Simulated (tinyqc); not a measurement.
Inside a calculation. Method: Hubbard chain of 2 sites. One step of it, computed by the program tinyqc.

Question. The many-body Hamiltonian. Basis: all placements (u, d, 2, 0 on each site), up operators ordered before down ones; hops carry the sign of the same-spin electrons passed.

one-body matrix (hopping and site energies) (eV):
```
           1          2
1  -0.870000  -1.920000
2  -1.920000   0.280000
```

U = 9.300000 eV

electrons, up and down: 1  1

Give: H.

Answer.

H (eV), lower triangle:
```
        20      ud      du     02
20   7.560
ud  -1.920  -0.590
du  -1.920   0.000  -0.590
02   0.000  -1.920  -1.920  9.860
```
